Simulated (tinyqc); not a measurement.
Chemical-mechanical planarisation: Preston law, pattern density and step-height reduction: one step, computed by the program tinyqc.

A row of 8 cells, repeated periodically, holds raised features that cover a share rho of each cell.

Question. Effective density. The stiff pad averages the density: rho_eff(i) = sum_j w_ij rho_j / sum_j w_ij, w = exp(-2 d^2/L^2), L the planarisation length and d the distance between cell centres, summed over all periodic images of cell j.

Inputs (values chosen for the exercise, close to those used for copper polishing): cell size = 0.93 mm; planarisation length = 2.3 mm.

local pattern densities, cell by cell: 0.5  0.6  0.7  0.8  0.25  0.3  0.9  0.25

Give: normalised weights (images included) for cells 0, 1, 2, ... apart; effective densities.

Answer.

normalised weights (images included) for cells 0, 1, 2, ... apart: 0.32262  0.23264  0.08723  0.01710  0.00345

effective densities: 0.51829  0.58503  0.62946  0.58241  0.49238  0.47850  0.51008  0.50386

Local densities span 0.25 to 0.9, effective ones 0.478 to 0.629.
